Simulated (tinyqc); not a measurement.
Inside a calculation. Method: Pariser-Parr-Pople SCF with singles CI, for the molecule C=C1C=CC=NC=C1 (SMILES; centres numbered as the heavy atoms are written). Computed by tinyqc, a small Python program that keeps every step. Settings: charge = 0, gamma = MN, start = core, damping = 0.3, iteration cap = 74, excitations kept = 9. Command: `OMP_NUM_THREADS=1 python tinyqc.py 29858 29859 out.jsonl` (the two numbers bound the seeds that draw the settings). One thread of a shared host (Intel(R) Xeon(R) Processor @ 2.60GHz), about 0.01 s of CPU time with the checks. Later iterations appear only in the table of the cycle.

## PPP integrals

Centres (angstrom, eV; a flat drawing with bonds scaled to 1.40 angstrom):

| centre | x | y | core charge z | W | gamma_rr |
|---|---|---|---|---|---|
| 1C | 2.637000 | 0.000000 | 1 | 11.160000 | 11.130000 |
| 2C | 1.237000 | 0.000000 | 1 | 11.160000 | 11.130000 |
| 3C | 0.629000 | 1.261000 | 1 | 11.160000 | 11.130000 |
| 4C | -0.736000 | 1.573000 | 1 | 11.160000 | 11.130000 |
| 5C | -1.830000 | 0.700000 | 1 | 11.160000 | 11.130000 |
| 6N | -1.830000 | -0.700000 | 1 | 14.100000 | 12.300000 |
| 7C | -0.736000 | -1.573000 | 1 | 11.160000 | 11.130000 |
| 8C | 0.629000 | -1.261000 | 1 | 11.160000 | 11.130000 |

Resonance integrals (eV):

| i | j | beta |
|---|---|---|
| 1 | 2 | -2.330000 |
| 2 | 3 | -2.330000 |
| 3 | 4 | -2.330000 |
| 4 | 5 | -2.330000 |
| 5 | 6 | -2.450000 |
| 6 | 7 | -2.450000 |
| 7 | 8 | -2.330000 |
| 8 | 2 | -2.330000 |

Mataga-Nishimoto: gamma = 14.399645/(R + a), a = 2 x 14.399645/(gamma_rr + gamma_ss); H_rr = -W_r - sum_(s != r) z_s gamma_rs; H_rs = beta for bonds.

repulsion gamma_rs (eV), lower triangle:
```
           1C         2C         3C         4C         5C         6N         7C         8C
1C  11.130000
2C   5.345539  11.130000
3C   3.929087   5.345691  11.130000
4C   2.871015   3.772432   5.345136  11.130000
5C   2.476173   3.243428   3.773541   5.346273  11.130000
6N   2.503991   3.291324   3.291836   3.838130   5.476893  12.300000
7C   2.871015   3.772432   3.243627   3.243332   3.773156   5.477663  11.130000
8C   3.929087   5.345691   3.773721   3.243627   3.243926   3.838529   5.345136  11.130000
```

core matrix H (eV), lower triangle:
```
            1C          2C          3C          4C          5C          6N          7C          8C
1C  -35.085908
2C   -2.330000  -41.276538
3C    0.000000   -2.330000  -39.862638
4C    0.000000    0.000000   -2.330000  -38.819946
5C    0.000000    0.000000    0.000000   -2.330000  -38.493390
6N    0.000000    0.000000    0.000000    0.000000   -2.450000  -41.818367
7C    0.000000    0.000000    0.000000    0.000000    0.000000   -2.450000  -38.886362
8C    0.000000   -2.330000    0.000000    0.000000    0.000000    0.000000   -2.330000  -39.879716
```

## Starting guess

pi electrons, sum of z_r less the charge = 8

Orbitals of the core matrix H.

P at the start, lower triangle:
```
           1C         2C         3C         4C         5C         6N        7C        8C
1C   0.187206
2C   0.501676   1.545618
3C   0.094328   0.501745   0.853352
4C  -0.193311  -0.276041   0.744749   1.110121
5C  -0.060570  -0.151463   0.314008   0.529018   0.548522
6N   0.124040   0.155107  -0.173717  -0.164952   0.588286   1.606826
7C  -0.132774  -0.154969  -0.184700   0.067121   0.103050   0.364601  0.842560
8C  -0.068830   0.227290   0.017426   0.089883  -0.185464  -0.236467  0.866831  1.305794
```

## Iteration 1: Fock matrix

F_rr = H_rr + P_rr gamma_rr / 2 + sum_(s != r) P_ss gamma_rs; F_rs = H_rs - P_rs gamma_rs / 2; E = tr P (H + F) / 2 + core repulsion sum_(r<s) z_r z_s gamma_rs.

F (eV), lower triangle:
```
           1C         2C         3C         4C         5C         6N         7C         8C
1C  -6.310577
2C  -3.670863  -5.698290
3C  -0.185311  -3.671088  -5.162107
4C   0.277500   0.520673  -4.320393  -5.644659
5C   0.074991   0.245630  -0.592462  -3.744138  -4.593614
6N  -0.155297  -0.255254   0.285924   0.316554  -4.060989  -6.678824
7C   0.190598   0.292305   0.299549  -0.108847  -0.194411  -3.448582  -3.609897
8C   0.135219  -2.937510  -0.032880  -0.145774   0.300816   0.453843  -4.646664  -4.343083
```

pi energy = -99.029876 eV

## Iteration 1: orbitals and new P

Diagonalise F (the basis is taken as orthonormal) and form P = 2 sum c c over the lowest orbitals; 0.3 of the old P is kept.

orbital energies (eV): -12.790738  -11.122876  -10.146641  -7.328930  -3.422837  -1.581037  1.651078  2.700928

P after iteration 1, lower triangle:
```
           1C         2C         3C         4C         5C         6N        7C        8C
1C   0.863368
2C   0.704259   1.144387
3C   0.074390   0.466122   0.853754
4C  -0.304842  -0.094947   0.770707   1.053342
5C   0.006792  -0.130557   0.232233   0.510772   0.708750
6N   0.233636   0.013321  -0.256331  -0.095472   0.700015   1.366128
7C  -0.238747   0.009615  -0.132809  -0.030988   0.072111   0.419912  0.857502
8C  -0.193939   0.336022   0.112710   0.009392  -0.253307  -0.116741  0.835791  1.152769
```

## Iteration 2: Fock matrix

As before.

F (eV), lower triangle:
```
           1C         2C         3C         4C         5C         6N         7C         8C
1C  -5.618273
2C  -4.212322  -5.562925
3C  -0.146143  -3.575872  -5.668242
4C   0.437603   0.179091  -4.389768  -6.045937
5C  -0.008409   0.211726  -0.438171  -3.695364  -5.389359
6N  -0.292511  -0.021923   0.421900   0.183216  -4.366953  -7.631192
7C   0.342723  -0.018137   0.215392   0.050252  -0.136043  -3.600069  -4.813781
8C   0.381002  -3.228136  -0.212669  -0.015231   0.410855   0.224056  -4.563707  -5.189773
```

pi energy = -101.922728 eV

## Iteration 2: orbitals and new P

As before.

orbital energies (eV): -13.610669  -11.863876  -10.950057  -7.858996  -2.964456  -1.774764  1.117720  1.985618

P after iteration 2, lower triangle:
```
           1C         2C         3C         4C         5C         6N        7C        8C
1C   1.034184
2C   0.781027   1.040558
3C   0.051444   0.445217   0.854663
4C  -0.333566  -0.046852   0.784392   1.043538
5C   0.040211  -0.110898   0.193868   0.498009   0.771818
6N   0.246397  -0.015705  -0.285743  -0.074418   0.742776   1.289120
7C  -0.280443   0.045861  -0.101543  -0.064235   0.039296   0.435074  0.886916
8C  -0.213493   0.354585   0.163212  -0.014288  -0.288399  -0.070896  0.831186  1.079204
```

## Iteration 3: Fock matrix

As before.

F (eV), lower triangle:
```
           1C         2C         3C         4C         5C         6N         7C         8C
1C  -5.488538
2C  -4.417504  -5.590954
3C  -0.101065  -3.519997  -5.797192
4C   0.478836   0.088374  -4.426340  -6.098520
5C  -0.049784   0.179845  -0.365784  -3.661247  -5.550587
6N  -0.308488   0.025846   0.470310   0.142812  -4.484052  -7.829290
7C   0.402579  -0.086503   0.164684   0.104168  -0.074135  -3.641593  -5.157290
8C   0.419416  -3.277752  -0.307958   0.023173   0.467773   0.136069  -4.551401  -5.445209
```

pi energy = -102.927114 eV

## Iteration 3: orbitals and new P

As before.

orbital energies (eV): -13.839397  -12.084836  -11.154989  -8.056204  -2.945732  -1.719043  0.995059  1.847560

P after iteration 3, lower triangle:
```
           1C         2C         3C         4C         5C         6N        7C        8C
1C   1.079619
2C   0.812448   1.015554
3C   0.026921   0.429124   0.861731
4C  -0.336775  -0.031466   0.794758   1.037663
5C   0.061467  -0.095950   0.172542   0.487970   0.798768
6N   0.236882  -0.022772  -0.297688  -0.061700   0.761162   1.258521
7C  -0.296711   0.049741  -0.082090  -0.077972   0.017073   0.441403  0.904806
8C  -0.207558   0.356446   0.190029  -0.025837  -0.306666  -0.047392  0.829852  1.043337
```

## Convergence

Stop when output and input P, before any damping, agree to 1e-7.

Course of the cycle:

| iteration | E (eV) | largest \|P(out) - P(in)\| |
|---|---|---|
| 1 | -99.02987572 | 9.66e-01 |
| 2 | -101.92272782 | 2.44e-01 |
| 3 | -102.92711371 | 6.49e-02 |
| 4 | -103.26395129 | 2.93e-02 |
| 5 | -103.37918345 | 2.23e-02 |
| 6 | -103.42053375 | 1.64e-02 |
| 7 | -103.43636453 | 1.19e-02 |
| 8 | -103.44287832 | 8.57e-03 |
| 9 | -103.44574959 | 6.18e-03 |
| 10 | -103.44709007 | 4.46e-03 |
| 11 | -103.44774329 | 3.23e-03 |
| ... | ... | ... |
| 34 | -103.44842074 | 2.00e-06 |
| 35 | -103.44842074 | 1.45e-06 |
| 36 | -103.44842074 | 1.05e-06 |
| 37 | -103.44842074 | 7.64e-07 |
| 38 | -103.44842074 | 5.55e-07 |
| 39 | -103.44842074 | 4.03e-07 |
| 40 | -103.44842074 | 2.92e-07 |
| 41 | -103.44842074 | 2.12e-07 |
| 42 | -103.44842074 | 1.54e-07 |
| 43 | -103.44842074 | 1.12e-07 |
| 44 | -103.44842074 | 8.12e-08 |

Converged in 44 iterations.

## Converged orbitals

Charges are z - P_rr.

orbital energies (eV): -13.939582  -12.161657  -11.251795  -8.207728  -2.877677  -1.687008  0.969890  1.784602

coefficients:
```
         MO1        MO2        MO3        MO4        MO5        MO6        MO7        MO8
1C  0.140551   0.342734  -0.125158   0.629012  -0.125083   0.547522   0.040423  -0.366602
2C  0.317545   0.551431  -0.174688   0.267582   0.031761  -0.362162  -0.062129   0.597447
3C  0.313937   0.398865   0.349677  -0.258129   0.555377  -0.101514   0.304858  -0.376509
4C  0.344648   0.100264   0.554358  -0.269585  -0.268664   0.404047  -0.455872   0.218909
5C  0.416270  -0.299305   0.320188   0.225013  -0.483366  -0.283063   0.517943  -0.044185
6N  0.512580  -0.503528  -0.115442   0.285563   0.422520  -0.112793  -0.431924  -0.105094
7C  0.365715  -0.164980  -0.442180  -0.331799   0.106592   0.493188   0.424083   0.314606
8C  0.303818   0.197406  -0.461370  -0.388804  -0.423313  -0.243756  -0.243061  -0.454978
```

pi charges: 1C -0.097085, 2C -0.014053, 3C 0.106891, 4C -0.017649, 5C 0.167969, 6N -0.222303, 7C 0.066841, 8C 0.009389

## Singles CI, singlets

Over the 9 single excitations with the smallest orbital gaps: A = (e_a - e_i) delta + 2 (ia|jb) - (ij|ab), with (pq|rs) = sum c_mp c_mq gamma_mn c_nr c_ns. f = 2/3 w |mu|^2 in atomic units, mu = sqrt2 sum c_ia sum_m c_mi c_ma R_m.

singlet CI matrix (eV), lower triangle:
```
           4>5        4>6        3>5        4>7        2>5        3>6        4>8       2>6
4>5   2.053232
4>6  -0.274010   4.317413
3>5   0.068376   0.686490   5.349704
4>7  -0.281974   0.030154  -0.070433   6.101835
2>5  -0.412888   0.090799   0.059812   0.112020   6.136140
3>6  -0.047595  -0.021623   0.017726   0.206076   0.289481   6.412291
4>8   0.096116  -0.058707   0.383785   0.048668   0.157735   0.207804   6.602000
2>6  -0.107117   0.265147  -0.544190   0.090603  -0.063997  -0.005458  -0.343906  7.081784
1>5   0.014839  -0.057789   0.095551  -0.541311  -0.116713  -0.141228  -0.018983  0.015056

          1>5
1>5  7.681416
```

singlet excitation energies (eV): 1.956185  3.909493  5.546812  5.892153  5.994367  6.288508  6.735609  7.504968  7.907720

oscillator strengths: 0.030135  0.334341  1.554956  0.017834  0.201110  0.160717  0.553881  0.109190  0.208423

## Singles CI, triplets

Over the 9 single excitations with the smallest orbital gaps: A = (e_a - e_i) delta - (ij|ab), with (pq|rs) = sum c_mp c_mq gamma_mn c_nr c_ns.

triplet CI matrix (eV), lower triangle:
```
           4>5        4>6        3>5        4>7        2>5        3>6       4>8       2>6
4>5   0.953937
4>6   0.102534   1.428007
3>5   0.026739  -0.502656   3.342373
4>7  -0.230552  -0.291074   0.216390   4.988979
2>5   0.732447   0.153459  -0.187094  -0.359321   4.309245
3>6  -0.502656  -0.015953  -0.068046  -0.612613   0.185380   4.835554
4>8  -0.272345   0.531353  -0.587282  -0.080268  -0.268163  -0.471242  4.867836
2>6   0.153459  -0.521174   0.185380  -0.266779   0.096853   0.110311  0.820421  5.768193
1>5   0.036050   0.039939  -0.394453   0.679682   0.254225   0.288675  0.037176  0.256774

          1>5
1>5  5.868925
```

triplet excitation energies (eV): 0.669187  1.188994  2.929775  3.750813  4.544904  4.942758  5.729430  6.196463  6.410725
